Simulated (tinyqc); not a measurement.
Band-to-band tunnelling and avalanche in a reverse-biased abrupt junction. Changing the temperature T. Computed by tinyqc, a small Python program. Command: `OMP_NUM_THREADS=1 python tinyqc.py 3010047 3010048 out.jsonl zener sweep`. One thread of a shared host (Intel(R) Xeon(R) Processor @ 2.30GHz), about 0.02 s of CPU time with the checks.

Direct Kane tunnelling in the local field (for indirect gaps the mass is an effective fit) and one ionisation coefficient for both carriers. N is the doping of the light side, or N_A N_D/(N_A + N_D) for the symmetric junction; the built-in voltage is taken as E_g/e.

Inputs (values chosen for the exercise, modelled on silicon):
```
quantity,value,unit
"band gap at 300 K, E_g",1.1,eV
"gap narrowing with temperature, -dE_g/dT",0.27,meV/K
reduced tunnelling mass m_r,0.19,m_0
permittivity eps,11.7,-
ionisation prefactor a,1e+06,1/cm
"ionisation field at 300 K, b",1.55e+06,V/cm
relative rise of b with temperature,5.9,1e-4/K
effective doping N,6.2e+18,1/cm^3
reverse bias V_R,2.1,V
"current density that defines tunnel breakdown, J_0",10,A/cm^2
```

Junction: symmetric.

Constants: eps_0 = 8.8541878128e-12 F/m; e = 1.602176634e-19 C; m_0 = 9.1093837015e-31 kg; hbar = 1.054571817e-34 J s.

Method:
- E_g(T) = E_g - (T - 300 K)(-dE_g/dT); b(T) = b [1 + (rise)(T - 300 K)]; w = sqrt(2 eps eps_0 (V_R + E_g/e)/(e N)); F_m = 2 (V_R + E_g/e)/w; the field falls linearly from F_m to 0 on both sides.
- Kane: G(F) = A F^2 exp(-B/F), A = e^2 sqrt(m_r)/(18 pi hbar^2 sqrt(E_g)), B = pi sqrt(m_r) E_g^(3/2)/(2 e hbar), SI units; J = e int G dx x V_R/(V_R + E_g/e), the last factor making J vanish at zero bias; int G dx = (w/F_m) int_0^F_m G dF by 64 Gauss-Legendre points.
- Avalanche: I = (w/F_m) int_0^F_m a exp(-b/F) dF by 64 Gauss-Legendre points, M = 1/(1 - I), breakdown at I = 1.
- V_Z solves J = J_0 and V_A solves I = 1; the lower one is the breakdown voltage; temperature coefficients by a central difference of +/- 10 K.

One run for each value:
```
temperature T (K),tunnel current density (A/cm^2),tunnel breakdown V_Z (V),avalanche breakdown V_A (V)
150,228.80,1.1677,3.1982
200,281.05,1.1160,3.3405
250,345.11,1.0656,3.4833
300,423.62,1.0165,3.6268
350,519.79,0.9685,3.7708
400,637.55,0.9218,3.9155
450,781.70,0.8764,4.0607
```

Describe and explain the trends.

Over the rows, tunnel current density (A/cm^2) rises from 229 to 782 (exponent d ln y / d ln x 0.72 between the first rows and 1.7 between the last); tunnel breakdown V_Z (V) falls from 1.17 to 0.876 (exponent d ln y / d ln x -0.16 between the first rows and -0.43 between the last); avalanche breakdown V_A (V) rises from 3.20 to 4.06 (exponent d ln y / d ln x 0.15 between the first rows and 0.31 between the last). J changes by a factor 3.42 over 300 K, only through E_g; a current activated by half the gap at 300 K would change by about 1e12.

Caution (all rows): V_A is below about 5 E_g/e, where the local law understates it, since it ignores the distance a carrier needs to reach the ionisation energy.
